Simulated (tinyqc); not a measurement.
MESFET, gradual channel with velocity saturation: effect of the low-field mobility at this doping on saturation.

A uniformly doped n-type channel, depleted from the top by a Schottky gate; at channel potential V the depleted share of a is u = sqrt((Vbi - Vg + V)/Vp), s at the source. Electrons drift with v = mu E/(1 + mu E/vsat). Abrupt depletion edge, no series resistance, source at 0.

Vbi = phiB - Vt ln(Nc/Nd); Vp = q Nd a^2/(2 eps0 eps_r); G0 = q mu Nd a W/L; Z = mu Vp/(vsat L); s = sqrt((Vbi - Vg)/Vp). I = (G0 Vp/3) F/(1 + Z (u^2 - s^2)), F = 3 (u^2 - s^2) - 2 (u^3 - s^3), with u at V = Vd; Z = 0 gives constant mobility, for which u stops at 1. The current peaks at u = um, the root of (1 - u)(1 + Z (u^2 - s^2)) = Z F/3; beyond Vdsat = Vp (um^2 - s^2) it is held at that value. gm = G0 (um - s)/(1 + Z (um^2 - s^2)).

Inputs (values chosen for the exercise); material values close to those of gallium arsenide:

| symbol | value | unit | meaning |
|---|---|---|---|
| T | 300 | K | temperature |
| eps_r | 13 |  | relative permittivity of the semiconductor |
| Nc | 4.39e17 | cm^-3 | conduction-band density of states at T |
| Nd | 2.4e17 | cm^-3 | donor density of the channel |
| a | 140 | nm | channel thickness |
| vsat | 8.2e6 | cm/s | saturation velocity |
| L | 1 | um | gate length |
| W | 200 | um | gate width |
| phiB | 0.62 | V | Schottky barrier |
| Vg | -1.2 | V | gate voltage |

Constants: q = 1.602176634e-19 C, kB = 1.380649e-23 J/K, Vt = kB T/q, eps0 = 8.8541878128e-14 F/cm where lengths are in cm. Results are converted to the units shown.

Results:

| mu (cm^2/(V s)) | Z | um | Vdsat (V) | Isat (mA) | Isat for Z = 0 (mA) | gm (mS) |
|---|---|---|---|---|---|---|
| 700 | 2.795 | 0.9251 | 0.9973 | 6.614 | 13.56 | 7.437 |
| 1200 | 4.791 | 0.9024 | 0.8616 | 8.617 | 23.25 | 9.144 |
| 1900 | 7.586 | 0.8825 | 0.7453 | 10.37 | 36.81 | 10.51 |
| 3100 | 12.38 | 0.8619 | 0.6274 | 12.20 | 60.06 | 11.82 |
| 8500 | 33.94 | 0.8244 | 0.4206 | 15.50 | 164.7 | 14.00 |
| 14000 | 55.89 | 0.8092 | 0.3394 | 16.84 | 271.2 | 14.82 |

Estimate the missing row, mu = 5200 cm^2/(V s).

Computed row:

| mu (cm^2/(V s)) | Z | um | Vdsat (V) | Isat (mA) | Isat for Z = 0 (mA) | gm (mS) |
|---|---|---|---|---|---|---|
| 5200 | 20.76 | 0.8416 | 0.5144 | 13.99 | 100.7 | 13.03 |

With this row back in the table: As mu goes from 700 to 14000 cm^2/(V s), Vdsat falls from 0.997 to 0.339 V, Isat rises from 6.61 to 16.8 mA and gm rises from 7.44 to 14.8 mS. Isat is 0.488 of the constant-mobility value in the first row and 0.0621 in the last. In every row Nd is not small against Nc, so the Boltzmann form of Vbi is rough.

Computed by the program tinyqc: `OMP_NUM_THREADS=1 python tinyqc.py 2500107 2500108 out.jsonl`, one thread of a shared Intel Xeon 2.30GHz, about 0.07 s for the whole run.
